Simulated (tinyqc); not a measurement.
Decay of LO phonons and the hot-phonon bottleneck in the cooling of electrons. Inputs raised by 10 %, one at a time. Computed by tinyqc, a small Python program. Command: `OMP_NUM_THREADS=1 python tinyqc.py 3026603 3026604 out.jsonl hotphonon sens`. One thread of a shared host (Intel(R) Xeon(R) Processor @ 2.30GHz), about 0.02 s of CPU time with the checks.

n(E, T) = 1/(exp(E/(k_B T)) - 1) is the Bose occupation. Electrons have a temperature T_e; the LO modes within their reach share one occupation N; the decay products stay at the lattice temperature.

Inputs (values chosen for the exercise, modelled on gallium nitride):
```
quantity                                             value    unit
LO energy hbar omega                                  92.5     meV
lifetime at T = 0, tau_0                               2.3      ps
share f of the energy in the softer product           0.23       -
lattice temperature T                                  300       K
electron mass m*                                     0.194     m_0
eps_inf                                               5.47       -
static dielectric constant eps_s                       9.5       -
electron density n                                 7.4e+18  1/cm^3
density of LO modes that the electrons reach, N_m  4.6e+19  1/cm^3
power supplied per electron P                          2.1      nW
```

Decay channel: two unequal phonons (Ridley).

Constants: k_B = 8.617333262e-05 eV/K; c = 299792458 m/s; e^2/(4 pi eps_0) = 14.39964548 eV angstrom; hbar^2/(2 m_0) = 3.80998212 eV angstrom^2; hbar = 6.582119569e-16 eV s; e = 1.602176634e-19 C.

Method:
- Decay rate 1/tau = (1/tau_0) [1 + n(f hbar omega) + n((1 - f) hbar omega)].
- Full width Gamma = 1/(2 pi c tau) in 1/cm, c in cm/s.
- Froehlich coupling alpha = (e^2/(4 pi eps_0)) (1/eps_inf - 1/eps_s) k_0/(2 hbar omega), k_0 = sqrt(m* hbar omega/(hbar^2/(2 m_0))); emission time tau_sp = hbar/(2 alpha hbar omega); bottleneck ratio r = (n/N_m) tau/tau_sp.
- Net emission per electron: [(N + 1) x - N]/tau_sp with x = exp(-hbar omega/(k_B T_e)), a simple two-level balance; steady state of the modes: n [(N + 1) x - N]/tau_sp = N_m (N - N_0)/tau; power per electron P = hbar omega [(N + 1) x - N]/tau_sp.
- With p = P tau_sp/(hbar omega): N = N_0 + r p and x = (p + N)/(N + 1); without hot phonons N = N_0. The mode temperature T_LO solves n(hbar omega, T_LO) = N.

Runs:
```
input moved                                                    from        to  mode temperature T_LO (K)  LO occupation N  Raman width Gamma (1/cm)  bottleneck ratio r
base run                                                          -         -                     367.71         0.057059                    4.2722              23.276
LO energy hbar omega (meV)                                     92.5    101.75                     381.63         0.047471                    3.9928              26.121
lifetime at T = 0, tau_0 (ps)                                   2.3      2.53                     373.57         0.059891                    3.8838              25.604
lattice temperature T (K)                                       300       330                     387.03         0.066602                    4.5873              21.677
electron mass m* (m_0)                                        0.194    0.2134                     367.71         0.057059                    4.2722              24.412
eps_inf                                                        5.47     6.017                     367.71         0.057059                    4.2722              18.288
electron density n (1/cm^3)                                 7.4e+18  8.14e+18                     373.57         0.059891                    4.2722              25.604
density of LO modes that the electrons reach, N_m (1/cm^3)  4.6e+19  5.06e+19                     362.29         0.054484                    4.2722              21.160
```

Exponents ln(y'/y) / ln(x'/x):
```
input                                              mode temperature T_LO  LO occupation N  Raman width Gamma  bottleneck ratio r
LO energy hbar omega                                               0.390           -1.930             -0.710               1.210
lifetime at T = 0, tau_0                                           0.166            0.508             -1.000               1.000
lattice temperature T                                              0.537            1.623              0.747              -0.747
electron mass m*                                                   0.000            0.000              0.000               0.500
eps_inf                                                            0.000            0.000              0.000              -2.531
electron density n                                                 0.166            0.508              0.000               1.000
density of LO modes that the electrons reach, N_m                 -0.156           -0.485              0.000              -1.000
```

Among the inputs moved here: mode temperature T_LO answers most in size to lattice temperature T (exponent +0.537), next to LO energy hbar omega (+0.390); its exponent is below 0.0005 for electron mass m*, eps_inf. LO occupation N answers most in size to LO energy hbar omega (exponent -1.930), next to lattice temperature T (+1.623); its exponent is below 0.0005 for electron mass m*, eps_inf. Raman width Gamma answers most in size to lifetime at T = 0, tau_0 (exponent -1.000), next to lattice temperature T (+0.747); its exponent is below 0.0005 for electron mass m*, eps_inf, electron density n, density of LO modes that the electrons reach, N_m. Its exponent -1.000 in lifetime at T = 0, tau_0: the width is the inverse lifetime. Bottleneck ratio r answers most in size to eps_inf (exponent -2.531), next to LO energy hbar omega (+1.210). Its exponent +0.500 in electron mass m*: alpha goes as sqrt(m*). Its exponent +1.000 in electron density n: r is proportional to n.

Caution (all rows): the electrons are degenerate; Pauli blocking and the Fermi energy, left out here, matter.
